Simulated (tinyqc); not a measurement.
# Worked calculation: energy and delay of logic against supply voltage

tinyqc, about 0.01 s, one thread, Intel Xeon 2.30GHz (shared host): `OMP_NUM_THREADS=1 python tinyqc.py 2082174 2082175 out.jsonl` Printed values are rounded.

One expression serves below and above threshold: I(Vg) = Ik [ln(1 + exp((Vg - VT + dd V)/(al nf Vt)))]^al, with I_on = I(V) and I_off = I(0). Gate delay td = kd C V/I_on, clock period LD td. Per gate and cycle the switching energy is act C V^2 and the leakage energy I_off V LD td. No short-circuit current, no variation. Minima are sought above 0.09 V; below a few Vt gates no longer switch and the model has no meaning.

Values chosen for this exercise; values of the order met in logic technologies:
```
symbol,value,unit,meaning
T,330,K,temperature
VT,0.35,V,threshold voltage at zero drain bias
nf,1.28,,slope factor
dd,0.12,,barrier lowering per volt of supply
Ik,1.4,uA,specific current of a gate
al,1.32,,exponent of the current law
C,3.4,fF,load capacitance of a gate
kd,0.7,,delay factor
LD,30,,logic depth
act,0.3,,activity factor
V,0.63,V,supply voltage
```

Constants: q = 1.602176634e-19 C, kB = 1.380649e-23 J/K, Vt = kB T/q. Results are converted to the units shown.

Range of the model: At a supply of a few Vt gates lose their noise margin, and variation, left out here, decides whether they work.

## Currents, delay and energies

I_on, I_off, td, clock frequency 1/(LD td), both energies and their sum.

I_on = 19.66253 uA
I_off = 0.7434195 nA
td = 76.25671 ps
clock frequency = 0.4371200 GHz
switching energy = 404.8380 aJ
leakage energy = 1.071455 aJ
energy = 405.9095 aJ

I_on/I_off = 26400; leakage makes up 0.264 % of the energy.

## Starting value

V = 0.2 V.

V at the start = 0.2 V

## Iteration 1: new V

Minimum-energy supply: E(V) is the energy per gate and cycle; with h = 0.001 V, E' = (E(V + h) - E(V - h))/(2 h), E'' = (E(V - h) - 2 E(V) + E(V + h))/h^2, V(new) = V - E'/E''.

E' = 206.2595 aJ/V
E'' = 5023.046 aJ/V^2
V after iteration 1 = 0.1589374 V

## Iteration 2: new V

As before.

E' = -13.01045 aJ/V
E'' = 5297.765 aJ/V^2
V after iteration 2 = 0.1613932 V

## Iteration 3: new V

As before.

E' = 0.07750098 aJ/V
E'' = 5358.753 aJ/V^2
V after iteration 3 = 0.1613787 V

## Course of the iteration

Stop when the step is below 1e-9 V, or after 40 iterations.

Course of the iteration:
```
iteration	V before the step (V)	step (V)
1	0.2	-0.0411
2	0.1589374	2.46e-3
3	0.1613932	-1.45e-5
4	0.1613787	-9.73e-10
```

Converged in 4 iterations. There leakage makes up 45.8 % of the energy and the clock runs at 1.14 MHz.
